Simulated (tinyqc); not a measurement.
Inside a calculation. Model: anisotropic elasticity and sound waves of a cubic crystal. Computed by tinyqc, a small Python program that keeps every step. Command: `OMP_NUM_THREADS=1 python tinyqc.py 3026136 3026137 out.jsonl cubicelastic walk`. One thread of a shared host (Intel(R) Xeon(R) Processor @ 2.30GHz), about 0.01 s of CPU time with the checks. Intermediate numbers are printed to about 6 digits and carried at full precision; extremes and crossings named in words are read from the listed rows.

Voigt order 1..6 = xx, yy, zz, yz, xz, xy, with engineering shear strains. The rotated frame has x' as named, z' along the wafer normal and y' = z' x x'.

Inputs (values chosen for the exercise, modelled on aluminium): C11 = 108.6 GPa; C12 = 62.02 GPa; C44 = 27.88 GPa; density rho = 2.71 g/cm^3; expansion coefficient of the film = 23 ppm/K; expansion coefficient of the substrate = 0.55 ppm/K; cooling Delta T = 100 K.

Frame: (110) wafer, x' along [1-11].

wave normal (not normalised): [2, 2.5, 2.2]

## Compliances and anisotropy

S11 = (C11 + C12)/D, S12 = -C12/D, D = (C11 - C12)(C11 + 2 C12), S44 = 1/C44. Zener ratio A = 2 C44/(C11 - C12); S0 = S11 - S12 - S44/2; H = 2 C44 + C12 - C11.

S11 = 15.7451 1/TPa

S12 = -5.72332 1/TPa

S44 = 35.8680 1/TPa

Zener ratio A = 1.19708

S0 = 3.53444 1/TPa

H = 9.18 GPa

## Stiffness in the rotated frame

direction cosines a (rows x', y', z' in the cube axes), rows x', y', z', columns x, y, z:
$$\begin{pmatrix}
0.577350 & -0.577350 & 0.577350 \\
0.408248 & -0.408248 & -0.816497 \\
0.707107 & 0.707107 & 0.000000
\end{pmatrix}$$

C'_ijkl = C12 delta_ij delta_kl + C44 (delta_ik delta_jl + delta_il delta_jk) - H sum_m a_im a_jm a_km a_lm.

C' (GPa), rows 1, 2, 3, 4, 5, 6:
$$\begin{pmatrix}
114.720 & 58.960 & 58.960 & 0.000 & 0.000 & 0.000 \\
58.960 & 113.190 & 60.490 & 0.000 & 0.000 & 2.164 \\
58.960 & 60.490 & 113.190 & 0.000 & 0.000 & -2.164 \\
0.000 & 0.000 & 0.000 & 26.350 & -2.164 & 0.000 \\
0.000 & 0.000 & 0.000 & -2.164 & 24.820 & 0.000 \\
0.000 & 2.164 & -2.164 & 0.000 & 0.000 & 24.820
\end{pmatrix}$$

Normal stress couples to shear strain in this frame.

## Moduli along the axes of the frame

Invert C' to S'. E along x' = 1/S'11, along y' = 1/S'22; Poisson ratios nu(x'y') = -S'12/S'11 and nu(x'z') = -S'13/S'11; in-plane shear modulus 1/S'66.

E along x' = 74.6891 GPa

E along y' = 71.5415 GPa

nu(x'y') = 0.339475

nu(x'z') = 0.339475

in-plane shear modulus = 24.6423 GPa

E differs between x' and y' by +4.4 %.

## Thermal stress in a film with this orientation

On cooling, a thick substrate imposes eps_1 = eps_2 = (alpha_film - alpha_substrate) Delta T and eps_6 = 0; the free surface sets sigma_3 = sigma_4 = sigma_5 = 0, which fixes eps_3, eps_4, eps_5. Biaxial modulus M = (sigma_1 + sigma_2)/(2 eps); energy density M eps^2. Elastic response and constant coefficients are assumed.

in-plane strain = 2.245 per mille

elastic strain along the normal = -2.36916 per mille

stress along x' = 250.226 MPa

stress along y' = 243.166 MPa

biaxial modulus M = 109.887 GPa

energy density = 0.553833 MJ/m^3

The film ends in tension. Caution: the thermal stress of this film exceeds 200 MPa, which can relax by slip, cracking or buckling in a real film.

## Sound waves along the wave normal

In the cube axes, with unit normal n: G_ij = (C12 + C44) n_i n_j + (C44 - H n_i^2) delta_ij, eigenvalues rho v^2, eigenvectors u (columns, largest component positive). Group velocity V_i = [(C12 + C44)(u.n) u_i + C44 n_i - H u_i^2 n_i]/(rho v); its angle to n has cosine v/|V|.

Christoffel matrix (GPa), rows x, y, z:
$$\begin{pmatrix}
49.2770 & 29.7879 & 26.2134 \\
29.7879 & 61.3127 & 32.7667 \\
26.2134 & 32.7667 & 53.7703
\end{pmatrix}$$

phase velocities (m/s): [3006.10, 3052.51, 6503.46]

polarisations, rows x, y, z, columns slow, fast, longitudinal:
$$\begin{pmatrix}
-0.257976 & 0.814888 & 0.519044 \\
0.750307 & -0.169478 & 0.638996 \\
-0.608677 & -0.554288 & 0.567695
\end{pmatrix}$$

group speeds (m/s): [3012.14, 3068.35, 6503.76]

angles between V and n (degree): [3.62915, 5.82315, 0.55040]

Energy flows off the wave normal by up to 5.8 degrees, for the fast transverse wave.

## Polycrystal bounds against single-crystal directions

B = (C11 + 2 C12)/3; Voigt G = (C11 - C12 + 3 C44)/5; Reuss G = 5/(4 (S11 - S12) + 3 S44); Hill is their mean; E = 9BG/(3B + G), nu = (3B - 2G)/(6B + 2G). Along <hkl>, with g = 0, 1/4, 1/3: 1/E = S11 - 2 S0 g; for a film with that normal C33 = C11 + 2 H g and M = [6B - (3B - C33) - (3B - C33)^2/C33]/2.

bulk modulus B = 77.5467 GPa

Averages:
```
average  G (GPa)  E (GPa)        nu
Voigt    26.0440  70.2658  0.348982
Reuss    25.8428  69.7771  0.350032
Hill     25.9434  70.0215  0.349507
```

Directions:
```
direction  E (GPa)  biaxial modulus M (GPa)
<100>      63.5117                   99.782
<110>      71.5415                  109.887
<111>      74.6891                  113.075
```

The bounds on G differ by 0.78 %, while E varies by a factor 1.18 with direction; with A above 1 the stiffest axis is <111>. Under a fixed mismatch strain, grains with a <100> normal store the least energy.

Checks made by the program: E along x' against 1/E = S11 - 2 S0 (l^2 m^2 + m^2 n^2 + n^2 l^2) (relative difference below 1e-10); closed form of M against the matrix solution (relative difference below 1e-10).
